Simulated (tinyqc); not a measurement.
From results back to parameters: standing waves and exposure in a photoresist film.

Problem. Bleaching of a resist on an index-matched plate: T(0) = T12 exp(-(A + B) d), T(end) = T12 exp(-B d), T12 = 1 - ((n1 - 1)/(n1 + 1))^2, and the first slope dT/dD = T(0) C A T12 (1 - exp(-(A + B) d))/(A + B). Here d = dT and D is the dose; A, B and C are hidden.

Parameters, chosen for this exercise (out of a larger set: a resist on W, indices near tabulated ones; not measured data): n1 = 1.794 (resist index); dT = 0.468 micrometre (resist thickness on an index-matched plate).

T(0) = 0.572990
T(end) = 0.586556
dT/dD = 0.00033394 cm^2/mJ

Find: A; B; C.

Solution. A = ln(T(end)/T(0))/d, B = ln(T12/T(end))/d, and the slope then gives C.

A = 0.05 1/micrometre
B = 0.96 1/micrometre
C = 0.034 cm^2/mJ

tinyqc: `OMP_NUM_THREADS=1 python tinyqc.py 1681135 1681136 out.jsonl`; about 0.01 s, one thread, shared Intel(R) Xeon(R) Processor @ 2.30GHz.
